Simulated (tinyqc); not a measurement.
# Reverse leakage of an n+-p junction: diffusion, generation, trap-assisted and band-to-band tunnelling: effects of single changes

One-sided abrupt junction in the depletion approximation, x from the junction (0) to W on the p side, field F = F0 (1 - x/W). Flat quasi-Fermi levels, long p side. Traps generate through SRH with both lifetimes shortened by 1 + Gamma (Hurkx enhancement, form for moderate fields); band-to-band generation is local and needs a total bending above Eg.

Inputs (values chosen for the exercise); band and dielectric values close to those of silicon:
```
symbol,value,unit,meaning
T,400,K,temperature
Eg,1.12,eV,band gap
eps_r,11.9,,relative permittivity
Nc,4.36e19,cm^-3,conduction-band density of states at T
Nv,4.03e19,cm^-3,valence-band density of states at T
Na,1.5e17,cm^-3,acceptor density of the lighter side
Nd,1e20,cm^-3,donor density of the heavier side
tau,1e-8,s,SRH lifetime of both carriers at zero field
Et,0,eV,trap level above the intrinsic level
mt,0.26,m0,tunnelling mass
Dn,5.6,cm^2/s,electron diffusion coefficient on the lighter side
Ab,2.7e14,cm^-0.5 V^-2.5 s^-1,band-to-band prefactor
Bb,1.97e7,V/cm,band-to-band field constant
VR,1.2,V,reverse bias
```

Constants: q = 1.602176634e-19 C, kB = 1.380649e-23 J/K, hbar = 1.054571817e-34 J s, m0 = 9.1093837015e-31 kg, Vt = kB T/q, eps0 = 8.8541878128e-14 F/cm where lengths are in cm. Results are converted to the units shown.

Each table varies one quantity; the others keep the values above.

## Leakage components against the reverse bias

ni = sqrt(Nc Nv) exp(-Eg/(2 Vt)), Eg in volts; Vbi = Vt ln(Na Nd/ni^2); W = sqrt(2 eps0 eps_r (Vbi + VR)/(q Na)); F0 = 2 (Vbi + VR)/W; FG = sqrt(24 mt m0 (kB T)^3)/(q hbar); J_diff = q ni^2 sqrt(Dn/tau)(1 - exp(-VR/Vt))/Na. u = (Vbi + VR)(1 - x/W)^2, p = Na exp(-u/Vt), n = Nd exp((u - Vbi - VR)/Vt); G0 = ni^2 (1 - exp(-VR/Vt))/(tau (n + p + 2 ni cosh(Et/Vt))); Gamma = 2 sqrt(3 pi)(F/FG) exp((F/FG)^2); trap-assisted part G0 Gamma; G_bb = Ab F^2.5 exp(-Bb/F) with F in V/cm, zero unless Vbi + VR > Eg, and counted as zero under 1 cm^-3 s^-1. Currents are q times the integrals over 0 to W; J_bb under 1e-8 of J is printed as 0; rows with F0/FG above 2.2, beyond the range of this Gamma, are left out.

The same in every row: J_bb (A/cm^2) = 0.

Leakage components against the reverse bias:
```
VR (V)  F0 (kV/cm)  F0/FG  J_diff (A/cm^2)  J_SRH (A/cm^2)  J_TAT (A/cm^2)  J (A/cm^2)              largest part
0.2            230  0.397          3.43e-7         5.10e-5         8.25e-5     1.34e-4  trap-assisted tunnelling
0.7            275  0.475          3.44e-7         1.28e-4         2.58e-4     3.86e-4  trap-assisted tunnelling
1.2            314  0.542          3.44e-7         1.88e-4         4.46e-4     6.34e-4  trap-assisted tunnelling
1.7            348  0.601          3.44e-7         2.39e-4         6.47e-4     8.86e-4  trap-assisted tunnelling
2.2            379  0.655          3.44e-7         2.84e-4         8.63e-4     0.00115  trap-assisted tunnelling
2.7            408  0.705          3.44e-7         3.25e-4         0.00109     0.00142  trap-assisted tunnelling
3.2            435  0.752          3.44e-7         3.63e-4         0.00134     0.00170  trap-assisted tunnelling
3.7            461  0.796          3.44e-7         3.98e-4         0.00160     0.00200  trap-assisted tunnelling
4.2            485  0.837          3.44e-7         4.32e-4         0.00189     0.00232  trap-assisted tunnelling
```

What does the comparison show?

J rises from 1.34e-4 to 0.00232 A/cm^2. Trap-assisted tunnelling leads at VR = 0.2 and in all other rows. The ratio J_TAT/J_SRH goes from 1.62 to 4.37 as F0/FG goes from 0.397 to 0.837.

## Leakage components against the SRH lifetime of both carriers at zero field

Same model as above.

The same in every row: F0 (kV/cm) = 314; F0/FG = 0.542; J_bb (A/cm^2) = 0.

Leakage components against the SRH lifetime of both carriers at zero field:
```
tau (s)  J_diff (A/cm^2)  J_SRH (A/cm^2)  J_TAT (A/cm^2)  J (A/cm^2)              largest part
1e-10            3.44e-6          0.0188          0.0446      0.0634  trap-assisted tunnelling
1e-9             1.09e-6         0.00188         0.00446     0.00634  trap-assisted tunnelling
1e-8             3.44e-7         1.88e-4         4.46e-4     6.34e-4  trap-assisted tunnelling
1e-7             1.09e-7         1.88e-5         4.46e-5     6.35e-5  trap-assisted tunnelling
1e-6             3.44e-8         1.88e-6         4.46e-6     6.37e-6  trap-assisted tunnelling
1e-5             1.09e-8         1.88e-7         4.46e-7     6.45e-7  trap-assisted tunnelling
0.0001           3.44e-9         1.88e-8         4.46e-8     6.68e-8  trap-assisted tunnelling
```

Read the table: what changes, and by how much?

J falls from 0.0634 to 6.68e-8 A/cm^2. Trap-assisted tunnelling leads at tau = 1e-10 and in all other rows. J_SRH and J_TAT go as 1/tau and J_diff as tau^(-1/2); J_bb does not depend on it.

Range of the model: The n+ side is degenerate, so Vbi from Boltzmann statistics is only a guide.

Program tinyqc, `OMP_NUM_THREADS=1 python tinyqc.py 2290141 2290142 out.jsonl`; Intel Xeon 2.30GHz, shared host, one thread, about 0.01 s.
